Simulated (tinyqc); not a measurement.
Which input was changed? Model: solid solubility of a dopant against its melt (retrograde solidus), clustering and the electrically active fraction. Computed by tinyqc, a small Python program. Command: `OMP_NUM_THREADS=1 python tinyqc.py 3004157 3004158 out.jsonl retro which`. One thread of a shared host (Intel(R) Xeon(R) Processor @ 2.30GHz), about 0.06 s of CPU time with the checks.

Inputs (values chosen for the exercise, of the order of those of aluminium in silicon for the solubility): melting point of the host T_m = 1687 K; heat of melting of the host H_f = 50.2 kJ/mol; interaction L of the melt = -4.1 kJ/mol; enthalpy of transfer from melt to solid H = 0.626 eV; entropy of transfer S = -1.58 k_B; site density N0 = 5e+22 1/cm^3; temperature T = 1300 K; total dopant density N_t = 1.7e+20 1/cm^3; atoms per cluster m = 3; cluster scale N* at 1273 K = 2.7e+20 1/cm^3; activation energy E_b of the cluster scale = 0.58 eV; anneal temperature T_a = 1250 K; mobility mu = 80 cm^2/(V s).

Clustering: clusters of m atoms, electrons left out.

Constants: R = 8.314462618 J/(mol K); k_B = 8.617333262e-05 eV/K; e = 1.602176634e-19 C.

Method. x_l and x_s are atom fractions of the dopant in melt and solid; the solid is dilute. Liquidus of the host: R T ln(1 - x_l) + L x_l^2 = -H_f (1 - T/T_m). Distribution: k = x_s/x_l = exp[L (1 - x_l)^2/(R T)] exp(S/k_B - H/(k_B T)), the first factor being the activity coefficient in the melt. Solubility = x_s N0; at T_m x_l = 0. A highly soluble donor (another dopant than that of the solidus) is limited by clustering. Donors N_a are active, and clusters hold m atoms each: N_t = N_a + m C, m C = N* (N_a/N*)^m, with N*(T) = N*(1273 K) exp[-(E_b/k_B)(1/T - 1/1273)]. Resistivity = 1/(e mu N_a).

Question. One of these inputs alone was changed, within the range given: interaction L of the melt (-8.2 to -2.05); enthalpy of transfer from melt to solid H (0.313 to 1.252); heat of melting of the host H_f (25.1 to 100.4); cluster scale N* at 1273 K (1.35e+20 to 5.4e+20). Which one, and to what value?

Results:
```
run     solubility (1/cm^3)  distribution coefficient k  active density N_a (1/cm^3)
before         2.194524e+19                7.263817e-04                 1.318256e+20
after          2.287290e+19                7.406893e-04                 1.318256e+20
```

Answer.

Each candidate set to reproduce solubility, and what it then gives:
```
candidate                                            range searched  value needed  distribution coefficient k  active density N_a (1/cm^3)
interaction L of the melt (kJ/mol)                    -8.2 to -2.05        -2.950                  7.4069e-04                   1.3183e+20
enthalpy of transfer from melt to solid H (eV)       0.313 to 1.252        0.6214                  7.5709e-04                   1.3183e+20
heat of melting of the host H_f (kJ/mol)              25.1 to 100.4         53.32                  7.3098e-04                   1.3183e+20
cluster scale N* at 1273 K (1/cm^3)             1.35e+20 to 5.4e+20     no effect                           -                            -
```

Only interaction L of the melt fits every result: it went from -4.1 to -2.95 kJ/mol. The next best candidate, heat of melting of the host H_f, misses one result by 1.3 %.

Caution: this clustering law is a generic form; degeneracy and a doping-dependent mobility are left out.
